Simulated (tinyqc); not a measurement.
Inside a calculation. Method: G0W0 on RHF in the sto-3g basis, for H6, spin multiplicity 1. Computed by tinyqc, a small Python program that keeps every step (integrals from PySCF). Settings: charge = 0, multiplicity = 1, basis = sto-3g, method = RHF, energy threshold = 1e-10, iteration cap = 79, orthogonalisation = canonical, start = atomic densities, DIIS depth = 6. Command: `OMP_NUM_THREADS=1 python tinyqc.py 25222 25223 out.jsonl` (the two numbers bound the seeds that draw the settings). One thread of a shared host (Intel(R) Xeon(R) Processor @ 2.60GHz), about 0.06 s of CPU time with the checks. The early iterations of the SCF are left out here.

## One-electron integrals

Geometry (angstrom):
```
atom       x       y       z
H     0.0000  0.0000  0.0000
H     0.0000  0.0000  0.8370
H     0.0000  0.0000  2.2300
H     0.0000  0.0000  3.0670
H     0.0000  0.0000  4.4600
H     0.0000  0.0000  5.2970
```

Basis sto-3g: exponents (1/bohr^2) and contraction coefficients of normalised primitives:
```
element  l (shell)  exponent  coefficient
H            s (1)    3.4253       0.1543
H            s (1)    0.6239       0.5353
H            s (1)    0.1689       0.4446
```

Overlap, kinetic and nuclear-attraction integrals over the contracted functions; the nuclear repulsion is the sum of Za Zb / Rab.

nuclear repulsion = 4.433995 hartree

overlap S, order 1H 1s, 2H 1s, 3H 1s, 4H 1s, 5H 1s, 6H 1s:
$$\begin{pmatrix}
1.0000 & 0.5970 & 0.0808 & 0.0158 & 0.0005 & 0.0000 \\
0.5970 & 1.0000 & 0.2986 & 0.0808 & 0.0045 & 0.0005 \\
0.0808 & 0.2986 & 1.0000 & 0.5970 & 0.0808 & 0.0158 \\
0.0158 & 0.0808 & 0.5970 & 1.0000 & 0.2986 & 0.0808 \\
0.0005 & 0.0045 & 0.0808 & 0.2986 & 1.0000 & 0.5970 \\
0.0000 & 0.0005 & 0.0158 & 0.0808 & 0.5970 & 1.0000
\end{pmatrix}$$

kinetic energy T (hartree), order 1H 1s, 2H 1s, 3H 1s, 4H 1s, 5H 1s, 6H 1s:
$$\begin{pmatrix}
0.7600 & 0.1832 & -0.0115 & -0.0061 & -0.0004 & -0.0001 \\
0.1832 & 0.7600 & 0.0206 & -0.0115 & -0.0025 & -0.0004 \\
-0.0115 & 0.0206 & 0.7600 & 0.1832 & -0.0115 & -0.0061 \\
-0.0061 & -0.0115 & 0.1832 & 0.7600 & 0.0206 & -0.0115 \\
-0.0004 & -0.0025 & -0.0115 & 0.0206 & 0.7600 & 0.1832 \\
-0.0001 & -0.0004 & -0.0061 & -0.0115 & 0.1832 & 0.7600
\end{pmatrix}$$

nuclear attraction V (hartree), order 1H 1s, 2H 1s, 3H 1s, 4H 1s, 5H 1s, 6H 1s:
$$\begin{pmatrix}
-2.4504 & -1.4715 & -0.1833 & -0.0354 & -0.0011 & -0.0001 \\
-1.4715 & -2.7015 & -0.7134 & -0.1906 & -0.0101 & -0.0011 \\
-0.1833 & -0.7134 & -2.8466 & -1.6242 & -0.1906 & -0.0354 \\
-0.0354 & -0.1906 & -1.6242 & -2.8466 & -0.7134 & -0.1833 \\
-0.0011 & -0.0101 & -0.1906 & -0.7134 & -2.7015 & -1.4715 \\
-0.0001 & -0.0011 & -0.0354 & -0.1833 & -1.4715 & -2.4504
\end{pmatrix}$$

core Hamiltonian H = T + V (hartree), order 1H 1s, 2H 1s, 3H 1s, 4H 1s, 5H 1s, 6H 1s:
$$\begin{pmatrix}
-1.6904 & -1.2883 & -0.1948 & -0.0415 & -0.0016 & -0.0001 \\
-1.2883 & -1.9415 & -0.6928 & -0.2020 & -0.0125 & -0.0016 \\
-0.1948 & -0.6928 & -2.0866 & -1.4410 & -0.2020 & -0.0415 \\
-0.0415 & -0.2020 & -1.4410 & -2.0866 & -0.6928 & -0.1948 \\
-0.0016 & -0.0125 & -0.2020 & -0.6928 & -1.9415 & -1.2883 \\
-0.0001 & -0.0016 & -0.0415 & -0.1948 & -1.2883 & -1.6904
\end{pmatrix}$$

## Two-electron integrals

Functions are numbered as in S; the eight-fold symmetry (ij|kl) = (ji|kl) = (kl|ij) leaves the list below.

Two-electron integrals (ij|kl) in chemists' order, unique and non-zero (hartree):
```
(11|11) 0.7746     (21|11) 0.3909     (21|21) 0.2378     (22|11) 0.5342
(22|21) 0.3909     (22|22) 0.7746     (31|11) 0.0356     (31|21) 0.0243
(31|22) 0.0458     (31|31) 0.0032     (32|11) 0.1034     (32|21) 0.0780
(32|22) 0.1651     (32|31) 0.0124     (32|32) 0.0518     (33|11) 0.2370
(33|21) 0.1746     (33|22) 0.3692     (33|31) 0.0356     (33|32) 0.1651
(33|33) 0.7746     (41|11) 0.0056     (41|21) 0.0040     (41|22) 0.0078
(41|31) 0.0006     (41|32) 0.0024     (41|33) 0.0078     (41|41) 1.15e-04
(42|11) 0.0228     (42|21) 0.0170     (42|22) 0.0356     (42|31) 0.0029
(42|32) 0.0124     (42|33) 0.0458     (42|41) 0.0006     (42|42) 0.0032
(43|11) 0.1198     (43|21) 0.0855     (43|22) 0.1746     (43|31) 0.0170
(43|32) 0.0780     (43|33) 0.3909     (43|41) 0.0040     (43|42) 0.0243
(43|43) 0.2378     (44|11) 0.1725     (44|21) 0.1198     (44|22) 0.2370
(44|31) 0.0228     (44|32) 0.1034     (44|33) 0.5342     (44|41) 0.0056
(44|42) 0.0356     (44|43) 0.3909     (44|44) 0.7746     (51|11) 1.25e-04
(51|21) 9.09e-05   (51|22) 1.87e-04   (51|31) 1.63e-05   (51|32) 7.09e-05
(51|33) 2.84e-04   (51|41) 3.48e-06   (51|42) 1.96e-05   (51|43) 1.57e-04
(51|44) 2.38e-04   (51|51) 1.23e-07   (52|11) 0.0009     (52|21) 0.0007
(52|22) 0.0014     (52|31) 1.22e-04   (52|32) 0.0005     (52|33) 0.0023
(52|41) 2.72e-05   (52|42) 1.59e-04   (52|43) 0.0014     (52|44) 0.0023
(52|51) 1.03e-06   (52|52) 9.12e-06   (53|11) 0.0130     (53|21) 0.0090
(53|22) 0.0176     (53|31) 0.0017     (53|32) 0.0074     (53|33) 0.0356
(53|41) 3.89e-04   (53|42) 0.0024     (53|43) 0.0243     (53|44) 0.0458
(53|51) 1.63e-05   (53|52) 1.59e-04   (53|53) 0.0032     (54|11) 0.0423
(54|21) 0.0285     (54|22) 0.0546     (54|31) 0.0050     (54|32) 0.0219
(54|33) 0.1034     (54|41) 0.0012     (54|42) 0.0074     (54|43) 0.0780
(54|44) 0.1651     (54|51) 5.16e-05   (54|52) 0.0005     (54|53) 0.0124
(54|54) 0.0518     (55|11) 0.1186     (55|21) 0.0783     (55|22) 0.1461
(55|31) 0.0130     (55|32) 0.0546     (55|33) 0.2370     (55|41) 0.0029
(55|42) 0.0176     (55|43) 0.1746     (55|44) 0.3692     (55|51) 1.25e-04
(55|52) 0.0014     (55|53) 0.0356     (55|54) 0.1651     (55|55) 0.7746
(61|11) 8.53e-06   (61|21) 6.06e-06   (61|22) 1.22e-05   (61|31) 1.13e-06
(61|32) 5.01e-06   (61|33) 2.23e-05   (61|41) 2.54e-07   (61|42) 1.50e-06
(61|43) 1.35e-05   (61|44) 2.23e-05   (61|51) 9.77e-09   (61|52) 8.68e-08
(61|53) 1.50e-06   (61|54) 5.01e-06   (61|55) 1.22e-05   (62|11) 9.07e-05
(62|21) 6.32e-05   (62|22) 1.25e-04   (62|31) 1.17e-05   (62|32) 5.16e-05
(62|33) 2.38e-04   (62|41) 2.69e-06   (62|42) 1.63e-05   (62|43) 1.57e-04
(62|44) 2.84e-04   (62|51) 1.09e-07   (62|52) 1.03e-06   (62|53) 1.96e-05
(62|54) 7.09e-05   (62|55) 1.87e-04   (62|61) 9.77e-09   (62|62) 1.23e-07
(63|11) 0.0023     (63|21) 0.0015     (63|22) 0.0029     (63|31) 2.72e-04
(63|32) 0.0012     (63|33) 0.0056     (63|41) 6.35e-05   (63|42) 3.89e-04
(63|43) 0.0040     (63|44) 0.0078     (63|51) 2.69e-06   (63|52) 2.72e-05
(63|53) 0.0006     (63|54) 0.0024     (63|55) 0.0078     (63|61) 2.54e-07
(63|62) 3.48e-06   (63|63) 1.15e-04   (64|11) 0.0103     (64|21) 0.0069
(64|22) 0.0130     (64|31) 0.0012     (64|32) 0.0050     (64|33) 0.0228
(64|41) 2.72e-04   (64|42) 0.0017     (64|43) 0.0170     (64|44) 0.0356
(64|51) 1.17e-05   (64|52) 1.22e-04   (64|53) 0.0029     (64|54) 0.0124
(64|55) 0.0458     (64|61) 1.13e-06   (64|62) 1.63e-05   (64|63) 0.0006
(64|64) 0.0032     (65|11) 0.0649     (65|21) 0.0424     (65|22) 0.0783
(65|31) 0.0069     (65|32) 0.0285     (65|33) 0.1198     (65|41) 0.0015
(65|42) 0.0090     (65|43) 0.0855     (65|44) 0.1746     (65|51) 6.32e-05
(65|52) 0.0007     (65|53) 0.0170     (65|54) 0.0780     (65|55) 0.3909
(65|61) 6.06e-06   (65|62) 9.09e-05   (65|63) 0.0040     (65|64) 0.0243
(65|65) 0.2378     (66|11) 0.0999     (66|21) 0.0649     (66|22) 0.1186
(66|31) 0.0103     (66|32) 0.0423     (66|33) 0.1725     (66|41) 0.0023
(66|42) 0.0130     (66|43) 0.1198     (66|44) 0.2370     (66|51) 9.07e-05
(66|52) 0.0009     (66|53) 0.0228     (66|54) 0.1034     (66|55) 0.5342
(66|61) 8.53e-06   (66|62) 1.25e-04   (66|63) 0.0056     (66|64) 0.0356
(66|65) 0.3909     (66|66) 0.7746
```

## Orthogonalisation

S = U s U^T; canonical form X = U s^(-1/2), so that X^T S X = 1. Each column of U has its largest component positive (the first on a tie).

eigenvalues of S: [0.2775, 0.3697, 0.4939, 1.2834, 1.6271, 1.9484]

X, order 1H 1s, 2H 1s, 3H 1s, 4H 1s, 5H 1s, 6H 1s:
$$\begin{pmatrix}
0.5129 & -0.7716 & -0.6199 & -0.3852 & 0.3818 & 0.2142 \\
-0.7303 & 0.8465 & 0.4553 & -0.2509 & 0.3917 & 0.2814 \\
1.0026 & -0.2009 & 0.6488 & 0.4222 & 0.0900 & 0.3627 \\
-1.0026 & -0.2009 & -0.6488 & 0.4222 & -0.0900 & 0.3627 \\
0.7303 & 0.8465 & -0.4553 & -0.2509 & -0.3917 & 0.2814 \\
-0.5129 & -0.7716 & 0.6199 & -0.3852 & -0.3818 & 0.2142
\end{pmatrix}$$

## Iteration 8 (converged): orbitals

converged F (hartree), order 1H 1s, 2H 1s, 3H 1s, 4H 1s, 5H 1s, 6H 1s:
$$\begin{pmatrix}
-0.3170 & -0.5519 & -0.1020 & -0.0134 & 0.0004 & -0.0020 \\
-0.5519 & -0.3483 & -0.2378 & -0.1018 & -0.0080 & 0.0004 \\
-0.1020 & -0.2378 & -0.3515 & -0.5563 & -0.1018 & -0.0134 \\
-0.0134 & -0.1018 & -0.5563 & -0.3515 & -0.2378 & -0.1020 \\
0.0004 & -0.0080 & -0.1018 & -0.2378 & -0.3483 & -0.5519 \\
-0.0020 & 0.0004 & -0.0134 & -0.1020 & -0.5519 & -0.3170
\end{pmatrix}$$

Diagonalise F' = X^T F X, C = X C', fill 3 alpha and 3 beta electrons from the bottom; D = 2 C_occ C_occ^T. Each column has its largest component positive (the first on a tie).

F' = X^T F X (hartree):
$$\begin{pmatrix}
0.9265 & 0.0000 & -0.0091 & 0.0000 & 0.0295 & 0.0000 \\
0.0000 & 0.6368 & 0.0000 & 0.0422 & 0.0000 & 0.0120 \\
-0.0091 & 0.0000 & 0.3946 & 0.0000 & 0.0135 & 0.0000 \\
0.0000 & 0.0422 & 0.0000 & -0.4574 & 0.0000 & -0.0037 \\
0.0295 & 0.0000 & 0.0135 & 0.0000 & -0.5547 & 0.0000 \\
0.0000 & 0.0120 & 0.0000 & -0.0037 & 0.0000 & -0.6321
\end{pmatrix}$$

orbital energies (hartree): MO1 -0.6323, MO2 -0.5555, MO3 -0.4589, MO4 0.3946, MO5 0.6385, MO6 0.9272

coefficients C, order 1H 1s, 2H 1s, 3H 1s, 4H 1s, 5H 1s, 6H 1s:
$$\begin{pmatrix}
0.2129 & 0.3804 & -0.3605 & -0.6058 & -0.7838 & 0.5305 \\
0.2667 & 0.3995 & -0.2898 & 0.4492 & 0.8388 & -0.7298 \\
0.3747 & 0.0605 & 0.4206 & 0.6662 & -0.1812 & 0.9933 \\
0.3747 & -0.0605 & 0.4206 & -0.6662 & -0.1812 & -0.9933 \\
0.2667 & -0.3995 & -0.2898 & -0.4492 & 0.8388 & 0.7298 \\
0.2129 & -0.3804 & -0.3605 & 0.6058 & -0.7838 & -0.5305
\end{pmatrix}$$

D after iteration 8, order 1H 1s, 2H 1s, 3H 1s, 4H 1s, 5H 1s, 6H 1s:
$$\begin{pmatrix}
0.6401 & 0.6265 & -0.0977 & -0.1899 & 0.0185 & 0.0611 \\
0.6265 & 0.6295 & 0.0044 & -0.0924 & -0.0091 & 0.0185 \\
-0.0977 & 0.0044 & 0.6420 & 0.6274 & -0.0924 & -0.1899 \\
-0.1899 & -0.0924 & 0.6274 & 0.6420 & 0.0044 & -0.0977 \\
0.0185 & -0.0091 & -0.0924 & 0.0044 & 0.6295 & 0.6265 \\
0.0611 & 0.0185 & -0.1899 & -0.0977 & 0.6265 & 0.6401
\end{pmatrix}$$

## Convergence

Stop when the energy changes by less than 1e-10 hartree and every element of the error matrix X^T (F D S - S D F) X is below 3e-06.

Course of the cycle:
```
iteration  E (hartree)     change  largest element of the error matrix
1            -2.391982          -                             3.95e-02
2            -3.285758  -8.94e-01                             5.75e-02
3            -3.284348   1.41e-03                             6.86e-02
4            -3.289431  -5.08e-03                             3.74e-03
5            -3.289450  -1.92e-05                             6.93e-04
6            -3.289451  -5.58e-07                             1.36e-05
7            -3.289451  -2.30e-10                             4.36e-07
8            -3.289451  -2.24e-13                             1.13e-09
```

PySCF RHF in the same basis = -3.289451 hartree

Converged in 8 iterations.

## Integrals over molecular orbitals

(pq|rs) = sum C_ip C_jq C_kr C_ls (ij|kl), one index at a time.

one-electron integrals over orbitals h = C^T H C (hartree):
$$\begin{pmatrix}
-2.1475 & 0.0000 & -0.1283 & 0.0000 & -0.0715 & 0.0000 \\
0.0000 & -1.9538 & 0.0000 & -0.1367 & 0.0000 & 0.0623 \\
-0.1283 & 0.0000 & -1.9754 & 0.0000 & 0.1257 & 0.0000 \\
0.0000 & -0.1367 & 0.0000 & -1.5314 & 0.0000 & -0.1389 \\
-0.0715 & 0.0000 & 0.1257 & 0.0000 & -1.2565 & 0.0000 \\
0.0000 & 0.0623 & 0.0000 & -0.1389 & 0.0000 & -1.1873
\end{pmatrix}$$

Two-electron integrals over orbitals (pq|rs), unique and non-zero (hartree):
```
(11|11) 0.3971      (21|21) 0.1286      (22|11) 0.3130      (22|22) 0.3848
(31|11) 0.0802      (31|22) -0.0658     (31|31) 0.1375      (32|21) -0.1295
(32|32) 0.1449      (33|11) 0.3792      (33|22) 0.3306      (33|31) 0.0501
(33|33) 0.3795      (41|21) 0.0300      (41|32) 0.0014      (41|41) 0.0796
(42|11) 0.0460      (42|22) -0.0063     (42|31) 0.0435      (42|33) 0.0153
(42|42) 0.0643      (43|21) 0.0519      (43|32) -0.0503     (43|41) 0.0167
(43|43) 0.0694      (44|11) 0.3747      (44|22) 0.3280      (44|31) 0.0454
(44|33) 0.3670      (44|42) 0.0220      (44|44) 0.3795      (51|11) 0.0088
(51|22) 0.0223      (51|31) -0.0181     (51|33) -0.0070     (51|42) 0.0415
(51|44) 0.0007      (51|51) 0.0467      (52|21) 0.0155      (52|32) 0.0058
(52|41) 0.0550      (52|43) -0.0397     (52|52) 0.0898      (53|11) -0.0547
(53|22) -9.05e-05   (53|31) -0.0475     (53|33) -0.0284     (53|42) -0.0621
(53|44) -0.0241     (53|51) -0.0379     (53|53) 0.0659      (54|21) 0.1282
(54|32) -0.1387     (54|41) 0.0053      (54|43) 0.0516      (54|52) -0.0045
(54|54) 0.1481      (55|11) 0.3239      (55|22) 0.3860      (55|31) -0.0568
(55|33) 0.3388      (55|42) -0.0025     (55|44) 0.3467      (55|51) 0.0230
(55|53) -0.0016     (55|55) 0.4080      (61|21) 0.0022      (61|32) 0.0099
(61|41) 0.0285      (61|43) 0.0543      (61|52) -0.0326     (61|54) -0.0074
(61|61) 0.0665      (62|11) -0.0156     (62|22) -0.0281     (62|31) 0.0156
(62|33) -0.0038     (62|42) -0.0393     (62|44) -0.0018     (62|51) -0.0439
(62|53) 0.0411      (62|55) -0.0272     (62|62) 0.0458      (63|21) 0.0347
(63|32) -0.0068     (63|41) 0.0778      (63|43) 0.0192      (63|52) 0.0554
(63|54) 0.0059      (63|61) 0.0288      (63|63) 0.0829      (64|11) 0.0813
(64|22) -0.0586     (64|31) 0.1315      (64|33) 0.0509      (64|42) 0.0455
(64|44) 0.0503      (64|51) -0.0151     (64|53) -0.0481     (64|55) -0.0604
(64|62) 0.0145      (64|64) 0.1407      (65|21) -0.1307     (65|32) 0.1324
(65|41) -0.0319     (65|43) -0.0549     (65|52) -0.0164     (65|54) -0.1381
(65|61) -0.0036     (65|63) -0.0385     (65|65) 0.1452      (66|11) 0.4208
(66|22) 0.3310      (66|31) 0.0864      (66|33) 0.4031      (66|42) 0.0516
(66|44) 0.4079      (66|51) 0.0107      (66|53) -0.0613     (66|55) 0.3522
(66|62) -0.0181     (66|64) 0.0939      (66|66) 0.4687
```

## Screening: direct RPA

With D = e_a - e_i and K = (ia|jb): diagonalise D^(1/2) (D + 4K) D^(1/2) = Z w^2 Z^T; X + Y = D^(1/2) Z w^(-1/2), each column of Z with its largest component positive (the first on a tie); E_c = (sum w - tr (D + 2K)) / 2.

D^(1/2) (D + 4K) D^(1/2) (hartree^2):
```
        1>4      1>5      1>6      2>4      2>5      2>6      3>4      3>5
1>4  1.3817   0.0000   0.1445   0.0000   0.2438   0.0000   0.0626   0.0000
1>5  0.0000   1.8522   0.0000   0.1822   0.0000  -0.2411   0.0000  -0.1792
1>6  0.1445   0.0000   2.8465   0.0000  -0.1781   0.0000   0.2507   0.0000
2>4  0.0000   0.1822   0.0000   1.1470   0.0000  -0.1868   0.0000  -0.2535
2>5  0.2438   0.0000  -0.1781   0.0000   1.8546   0.0000  -0.1605   0.0000
2>6  0.0000  -0.2411   0.0000  -0.1868   0.0000   2.4699   0.0000   0.2098
3>4  0.0626   0.0000   0.2507   0.0000  -0.1605   0.0000   0.9656   0.0000
3>5  0.0000  -0.1792   0.0000  -0.2535   0.0000   0.2098   0.0000   1.4939
3>6  0.3713   0.0000   0.1693   0.0000   0.2853   0.0000   0.0834   0.0000

        3>6
1>4  0.3713
1>5  0.0000
1>6  0.1693
2>4  0.0000
2>5  0.2853
2>6  0.0000
3>4  0.0834
3>5  0.0000
3>6  2.3813
```

excitation energies w (hartree): [0.9460, 1.0016, 1.1048, 1.2097, 1.3101, 1.3517, 1.6168, 1.6338, 1.7274]

X + Y:
```
           1        2        3        4        5        6        7        8
1>4  -0.1723   0.0000   0.8859   0.0000   0.1282   0.0000   0.2258   0.0000
1>5   0.0000  -0.1070   0.0000   0.4656   0.0000   0.7858   0.0000  -0.3153
1>6  -0.1150   0.0000  -0.1324   0.0000   0.2350   0.0000  -0.3230   0.0000
2>4   0.0000   0.8804   0.0000  -0.2869   0.0000   0.1697   0.0000  -0.1469
2>5   0.2226   0.0000  -0.2416   0.0000   0.7916   0.0000   0.4011   0.0000
2>6   0.0000   0.0488   0.0000  -0.1355   0.0000   0.4825   0.0000   0.8366
3>4   0.9130   0.0000   0.1633   0.0000  -0.1177   0.0000  -0.0333   0.0000
3>5   0.0000   0.4345   0.0000   0.7819   0.0000  -0.2703   0.0000   0.2072
3>6  -0.0490   0.0000  -0.2621   0.0000  -0.4867   0.0000   0.7122   0.0000

           9
1>4   0.1269
1>5   0.0000
1>6   0.8630
2>4   0.0000
2>5  -0.0304
2>6   0.0000
3>4   0.0953
3>5   0.0000
3>6   0.3207
```

RPA correlation energy = -0.070616 hartree

## G0W0 on Hartree-Fock: HOMO

W(p,q,m) = sqrt2 sum_ia (pq|ia) (X+Y)_ia,m; Sigma_c(x) = sum_(i,m) W^2/(x - e_i + w_m) + sum_(a,m) W^2/(x - e_a - w_m); solve x = e_p + Sigma_c(x) by Newton steps; Z = 1/(1 - dSigma/dx); 1 hartree = 27.211386 eV.

The 12 largest terms at x = e_p (hartree; W for the signs of X + Y given):
```
q  m        W     term
6  7   0.1258  -0.0053
1  4  -0.0851   0.0052
2  1  -0.0645   0.0040
5  8   0.0978  -0.0035
4  9   0.0891  -0.0031
6  9   0.0869  -0.0024
4  1   0.0629  -0.0022
5  4   0.0652  -0.0018
3  4  -0.0415   0.0014
5  6  -0.0542  -0.0012
4  5  -0.0482  -0.0011
6  3   0.0468  -0.0009
```

Newton steps (hartree):
```
step        x  Sigma_c(x)       Z
0     -0.4589     -0.0108  0.9813
1     -0.4695     -0.0106  0.9812
2     -0.4695     -0.0106  0.9812
```

quasiparticle energy of the HOMO = -12.7758 eV

Hartree-Fock value = -12.4886 eV

## G0W0 on Hartree-Fock: LUMO

As before.

The 12 largest terms at x = e_p (hartree; W for the signs of X + Y given):
```
q  m        W     term
1  7   0.1212   0.0056
6  4  -0.0844  -0.0041
2  8  -0.0966   0.0036
5  1   0.0646  -0.0035
3  9   0.0891   0.0031
1  9   0.0843   0.0026
3  1   0.0629   0.0022
2  4  -0.0599   0.0017
2  6   0.0584   0.0015
1  3   0.0507   0.0012
3  5  -0.0482   0.0011
4  4  -0.0348  -0.0010
```

Newton steps (hartree):
```
step       x  Sigma_c(x)       Z
0     0.3946      0.0138  0.9828
1     0.4082      0.0136  0.9827
2     0.4082      0.0136  0.9827
```

quasiparticle energy of the LUMO = 11.1082 eV

Hartree-Fock value = 10.7389 eV
